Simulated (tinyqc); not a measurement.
Inside a calculation. Method: empirical pseudopotential in a few plane waves. One step of it, computed by the program tinyqc.

Problem. Bloch Hamiltonian at k. Basis: the 15 shortest G (labels in 2 pi/a), the same at every k. H(G,G') = c |k + G|^2 delta + VS(|G-G'|^2) cos((G-G').tau) + i VA sin((G-G').tau), tau = a/8 (1,1,1); 1 Ry = 13.605693 eV.

Parameters chosen for this model: fcc lattice, atoms at +/- a/8 (1,1,1); form factors in rydberg at |G|^2 in units of (2 pi/a)^2:
```
parameter                 value      unit
a                      5.950000  angstrom
VS(3)                 -0.199000        Ry
VS(8)                  0.046000        Ry
VS(11)                 0.090000        Ry
VA(3)                  0.133000        Ry
VA(4)                  0.091000        Ry
VA(11)                 0.024000        Ry
hbar^2/2m (2 pi/a)^2   4.248628        eV
```

k point k (2 pi / a): -0.330000  0.490000  0.460000

Give: H(k) at k.

Solution.

H(k) at k (eV), lower triangle (Hermitian):
```
                 +0+0+0           -1-1-1           -1-1+1           -1+1-1
+0+0+0           2.3818
-1-1-1   1.9145-1.2796i           9.8594
-1-1+1  -1.9145-1.2796i   0.0000+1.2381i          17.6768
-1+1-1  -1.9145-1.2796i   0.0000+1.2381i           0.6259          18.1867
-1+1+1  -1.9145+1.2796i          -0.6259   0.0000+1.2381i   0.0000+1.2381i
+1-1-1  -1.9145-1.2796i   0.0000+1.2381i           0.6259           0.6259
+1-1+1  -1.9145+1.2796i          -0.6259   0.0000+1.2381i           0.0000
+1+1-1  -1.9145+1.2796i          -0.6259           0.0000   0.0000+1.2381i
+1+1+1   1.9145+1.2796i           0.0000          -0.6259          -0.6259
-2+0+0   0.0000-1.2381i  -1.9145+1.2796i  -1.9145-1.2796i  -1.9145-1.2796i
+0-2+0   0.0000-1.2381i  -1.9145+1.2796i  -1.9145-1.2796i   0.8659-0.2309i
+0+0-2   0.0000-1.2381i  -1.9145+1.2796i   0.8659-0.2309i  -1.9145-1.2796i
+0+0+2   0.0000+1.2381i  -0.8659-0.2309i   1.9145+1.2796i  -0.8659+0.2309i
+0+2+0   0.0000+1.2381i  -0.8659-0.2309i  -0.8659+0.2309i   1.9145+1.2796i
+2+0+0   0.0000+1.2381i  -0.8659-0.2309i  -0.8659+0.2309i  -0.8659+0.2309i

                 -1+1+1           +1-1-1           +1-1+1           +1+1-1
-1+1+1          26.0042
+1-1-1           0.0000           4.2512
+1-1+1           0.6259   0.0000+1.2381i          12.0687
+1+1-1           0.6259   0.0000+1.2381i           0.6259          12.5785
+1+1+1   0.0000+1.2381i          -0.6259   0.0000+1.2381i   0.0000+1.2381i
-2+0+0   1.9145-1.2796i   0.8659-0.2309i  -0.8659-0.2309i  -0.8659-0.2309i
+0-2+0  -0.8659-0.2309i  -1.9145-1.2796i   1.9145-1.2796i  -0.8659-0.2309i
+0+0-2  -0.8659-0.2309i  -1.9145-1.2796i  -0.8659-0.2309i   1.9145-1.2796i
+0+0+2  -1.9145+1.2796i  -0.8659+0.2309i  -1.9145+1.2796i   0.8659+0.2309i
+0+2+0  -1.9145+1.2796i  -0.8659+0.2309i   0.8659+0.2309i  -1.9145+1.2796i
+2+0+0   0.8659+0.2309i   1.9145+1.2796i  -1.9145+1.2796i  -1.9145+1.2796i

                 +1+1+1   -2+0+0   +0-2+0   +0+0-2
+1+1+1          20.3960
-2+0+0  -0.8659+0.2309i  24.9845
+0-2+0  -0.8659+0.2309i   0.6259  11.0490
+0+0-2  -0.8659+0.2309i   0.6259   0.6259  11.5588
+0+0+2  -1.9145-1.2796i  -0.6259  -0.6259   0.0000
+0+2+0  -1.9145-1.2796i  -0.6259   0.0000  -0.6259
+2+0+0  -1.9145-1.2796i   0.0000  -0.6259  -0.6259

         +0+0+2   +0+2+0   +2+0+0
+0+0+2  27.1938
+0+2+0   0.6259  27.7036
+2+0+0   0.6259   0.6259  13.7681
```
